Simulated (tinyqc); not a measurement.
From results back to parameters: exchange-split free-electron bands and tunnelling magnetoresistance. Four cases, with inputs chosen for the exercise.

Problem. The electron density n_up + n_dn and the polarisation of the density of states, P = (k_up - k_dn)/(k_up + k_dn), are given; EF and Dx are hidden.

Majority and minority bands E = c k^2/m -/+ Dx/2, c = hbar^2/2m0, so k_up = sqrt(m (EF + Dx/2)/c), k_dn = sqrt(m (EF - Dx/2)/c); n_s = k_s^3/(6 pi^2), D_s = m k_s/(4 pi^2 c).

Constants: hbar^2/2m0 = 3.80998211 eV angstrom^2.

Find: k_up, k_dn; EF; Dx.

Method. k_dn/k_up = (1 - P)/(1 + P); n then fixes k_up; EF is the mean and Dx the difference of the two kinetic energies.

Case 1.

Values chosen: m = 1.36 m0 (mass in the electrodes).
n = 0.0941215 1/angstrom^3
P = 0.121034

Solution.

k_up, k_dn (1/angstrom): 1.5551  1.2193

EF = 5.47 eV
Dx = 2.61 eV

Case 2.

Values chosen: m = 1.11 m0 (mass in the electrodes).
n = 0.0304159 1/angstrom^3
P = 0.142146

Solution.

k_up, k_dn (1/angstrom): 1.0815  0.8123

EF = 3.14 eV
Dx = 1.75 eV

Case 3.

Values chosen: m = 1.06 m0 (mass in the electrodes).
n = 0.0624404 1/angstrom^3
P = 0.234055

Solution.

k_up, k_dn (1/angstrom): 1.4397  0.8936

EF = 5.16 eV
Dx = 4.58 eV

Case 4.

Values chosen: m = 1.36 m0 (mass in the electrodes).
n = 0.0256170 1/angstrom^3
P = 0.151420

Solution.

k_up, k_dn (1/angstrom): 1.0270  0.7569

EF = 2.28 eV
Dx = 1.35 eV

Computed by tinyqc, one run a case: `OMP_NUM_THREADS=1 python tinyqc.py N N+1 out.jsonl` with N = 1651758, 1651770, 1651831, 1651905; one thread of a shared Intel(R) Xeon(R) Processor @ 2.30GHz, about 0.01 s a run at most.
